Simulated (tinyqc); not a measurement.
Photoconductance decay in a wafer: bulk and surface recombination modes, and iron detection by pair splitting: one step, computed by the program tinyqc. Command: `OMP_NUM_THREADS=1 python tinyqc.py 3114370 3114371 out.jsonl pcd walk`. One thread of a shared host (Intel(R) Xeon(R) Processor @ 2.30GHz), about 0.01 s of CPU time with the checks.

Both faces of the wafer have the same S; injection is low and all coefficients are constant. x runs from -W/2 to W/2.

Task: Decay rates of the even modes. Even modes cos(a x) obey b tan b = S W/(2 D) with b = a W/2, odd modes sin(a x) obey -b cot b = S W/(2 D); each decays at the rate 1/tau_b + D a^2.

Inputs (values chosen for the exercise, modelled on p-type silicon):
```
quantity                          value         unit
thickness W                         775   micrometre
diffusivity D                      32.2       cm^2/s
bulk lifetime tau_b without iron    8.2  microsecond
surface recombination velocity S     39         cm/s
```

Give: the table «The first four even modes: b, surface rate and decay time» with the columns b_n, surface rate D a^2 (1/s), decay time (microsecond), for n = 0, 1, 2, 3.

Result:

The first four even modes: b, surface rate and decay time:
```
n     b_n  surface rate D a^2 (1/s)  decay time (microsecond)
0  0.2150                9.9090e+02                    8.1339
1  3.1565                2.1366e+05                    2.9797
2  6.2906                8.4860e+05                    1.0303
3  9.4298                1.9068e+06                    0.4929
```
